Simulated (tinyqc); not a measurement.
Two-step dopant diffusion (predeposition and drive-in) with a constant diffusivity: one step, computed by the program tinyqc.

Fick diffusion into a half space x > 0 whose background doping C_B is of the opposite type, so that a junction lies where C = C_B.

Question. Thermal budget with ramps. D = D0 exp(-E/(k_B T)). Temperatures in kelvin are T(C) + 273.15. One ramp between the stand-by temperature and T2 adds int D dT / rate (40-point Gauss-Legendre); the usual estimate counts it as an extra time k_B T2^2/(E rate) at T2. (Dt)2 = D2 t2 + two ramps, times in seconds.

Inputs (values chosen for the exercise, modelled on phosphorus in silicon): prefactor D0 = 4.76 cm^2/s; activation energy E = 3.69 eV; predeposition temperature T1 = 975 C; drive-in temperature T2 = 1000 C; drive-in time t2 = 30 min; ramp rate = 2 C/min; stand-by temperature = 700 C.

Furnace ramps of the drive-in: linear ramps.

D2 = 1.176797e-14 cm^2/s

Constants: k_B = 8.617333262e-05 eV/K.

Give: budget of one ramp; estimated extra time of one ramp; drive-in budget (Dt)2.

Answer.

budget of one ramp = 1.2632e-11 cm^2

estimated extra time of one ramp = 18.927 min

drive-in budget (Dt)2 = 4.6447e-11 cm^2

The integral equals 17.9 min at T2, against the estimate 18.9 min; both ramps make 54 % of the budget.
